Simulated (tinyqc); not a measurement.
Configuration-coordinate model of a defect: Huang-Rhys factor and luminescence line shape: one step, computed by the program tinyqc.

Ground state E_g(Q) = (1/2) omega_g^2 Q^2; excited state E_e(Q) = E_0 + (1/2) omega_e^2 (Q - dQ)^2 with omega_e = omega_g and E_0 = E_ZPL. Q is mass-weighted; the dipole does not depend on Q (Condon approximation).

Task: Huang-Rhys factors and vertical energies. S = hbar omega dQ^2/(2 hbar^2/u) for each state; relaxation energy S hbar omega; absorption at E_0 + S_e hbar omega_e, emission at E_0 - S_g hbar omega_g; the Stokes shift is their difference.

Inputs (values chosen for the exercise, for a model defect): zero-phonon energy E_ZPL = 1.35 eV; displacement dQ = 2.35 u^(1/2) angstrom; ground-state phonon hbar omega_g = 22.2 meV.

Modes: equal frequencies in both states.

Constants: hbar^2/u = 4.18015928e-03 eV angstrom^2.

Give: S_g; S_e; relaxation energy, ground state; relaxation energy, excited state; vertical absorption energy; vertical emission energy; Stokes shift.

Result:

S_g = 14.664

S_e = 14.664

relaxation energy, ground state = 0.32555 eV

relaxation energy, excited state = 0.32555 eV

vertical absorption energy = 1.6756 eV

vertical emission energy = 1.0244 eV

Stokes shift = 0.65110 eV

The coupling is strong: a broad band, with almost no zero-phonon line.
